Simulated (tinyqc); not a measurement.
Resistance of a tapered via with liner, size effect and interface: two steps of the calculation.

A round via whose diameter grows from db at the bottom as D(z) = db + 2 z/tan(ang). The fill, of diameter D - 2 tl, starts above the bottom liner (thickness fb tl) and has rho = rho0 (1 + ks lam/(D - 2 tl)); the sidewall liner conducts in parallel with it. The bottom liner and the interface are crossed over the full area pi db^2/4. Spreading in the lines above and below is left out.

Inputs (values chosen for the exercise); fill metal close to copper: diameter at the bottom db = 46 nm; height hv = 170 nm; sidewall angle ang = 85 degrees; bulk resistivity of the fill rho0 = 1.72 uohm cm; mean free path of the fill lam = 39.8 nm; size-effect factor ks = 1.4; liner on the sidewall tl = 2 nm; liner at the bottom over that on the sidewall fb = 0.5; resistivity of the liner rl = 230 uohm cm; interface resistivity at the bottom ri = 1.2e-12 ohm cm^2; ballistic conductance per area, about 3/(4 rho0 lam) Sb = 1.1e15 S/m^2.

Problem 1. Slices of the via. Slices between z0 = fb tl and hv, evaluated at their midpoints: conductance per length pi/4 [(D - 2 tl)^2/rho + (D^2 - (D - 2 tl)^2)/rl], slice resistance = slice height over that. 9 slices.

Wanted: z; D; rho; slice resistance.

Solution 1.

```
slice	z (nm)	D (nm)	rho (uohm cm)	slice resistance (ohm)
0	10.389	47.818	3.9072	0.48497
1	29.167	51.104	3.7546	0.40342
2	47.944	54.389	3.6220	0.34017
3	66.722	57.675	3.5055	0.29023
4	85.500	60.961	3.4025	0.25019
5	104.28	64.246	3.3108	0.21765
6	123.06	67.532	3.2285	0.19089
7	141.83	70.818	3.1543	0.16863
8	160.61	74.103	3.0871	0.14995
```

Problem 2. Total resistance. R_fill = sum of the slices; R_bottom = rl fb tl/(pi db^2/4); R_interface = ri/(pi db^2/4); ballistic (Sharvin) limit 1/(Sb pi (db - 2 tl)^2/4); ideal cylinder rho0 hv/(pi db^2/4).

slice resistance, slice 0 to 8 (ohm): 0.48496724  0.40342432  0.34017013  0.29023144  0.25019346  0.21765444  0.19088900  0.16863410  0.14994941

Find: parts; R; shares; ballistic limit; ideal cylinder.

Solution 2.

parts (ohm): fill 2.4961, bottom liner 1.3840, interface 0.072206
R = 3.9523 ohm
shares (%): fill 63.156, bottom liner 35.017, interface 1.827
ballistic limit = 0.65617 ohm
ideal cylinder = 1.7594 ohm

The fill is the largest part, and R is 2.25 times the ideal cylinder. With 2000 slices R = 3.9561 ohm.

Program tinyqc, `OMP_NUM_THREADS=1 python tinyqc.py 2750143 2750144 out.jsonl`; Intel Xeon 2.30GHz, shared host, one thread, about 0.01 s.
